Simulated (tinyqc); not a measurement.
Planar ballistic transistor, top-of-the-barrier model: course of the iteration: self-consistent potential at the barrier top.

At the top of the source barrier, states moving towards the drain are filled by the source (Fermi level 0) and states moving back by the drain (Fermi level -q Vd); nothing scatters. U is the shift of the band edge there, set by the capacitances CG, CD and CS (the total) and by the charge. Parabolic two-dimensional band; the source is grounded.

eta1 = -(E0 + U)/Vt, eta2 = eta1 - Vd/Vt, n = (N0/2)[F_0(eta1) + F_0(eta2)], F_0(x) = ln(1 + exp x). U(out) = UL + q (n - n0)/CS. Newton step: U(new) = U + (U(out) - U)/(1 + CQ/CS), CQ = (q/Vt) dn/d(eta1) with both F' summed; F_0'(x) = 1/(1 + exp(-x)).

Stop when U changes by less than 1e-9 eV, or after 90 iterations.

Values chosen for this exercise; mass and valleys close to those of silicon (two valleys): temperature T = 77 K; band edge at the barrier top above the source Fermi level at zero bias E0 = 0.21 eV; drain voltage Vd = 0.7 V.

Constants: q = 1.602176634e-19 C, kB = 1.380649e-23 J/K, Vt = kB T/q. Results are converted to the units shown.

U at the start (U = UL) = -0.3164 eV
N0 = 1.08100e12 cm^-2
CS = 1.66096 uF/cm^2
n0 = 0.0194525 cm^-2
UL = -0.3164 eV

Course of the iteration:

| iteration | U (eV) | \|change\| (eV) |
|---|---|---|
| 1 | -0.222012 | 0.0944 |
| 2 | -0.220994 | 1.02e-3 |
| 3 | -0.220983 | 1.01e-5 |
| 4 | -0.220983 | 1.08e-9 |
| 5 | -0.220983 | 0 |

Did this iteration meet its convergence test, and what does its course show?

Yes. Converged in 5 iterations. At the end the number of correct digits about doubles with each step.

Computed by the program tinyqc: `OMP_NUM_THREADS=1 python tinyqc.py 2400034 2400035 out.jsonl`, one thread of a shared Intel Xeon 2.30GHz, about 0.01 s for the whole run.
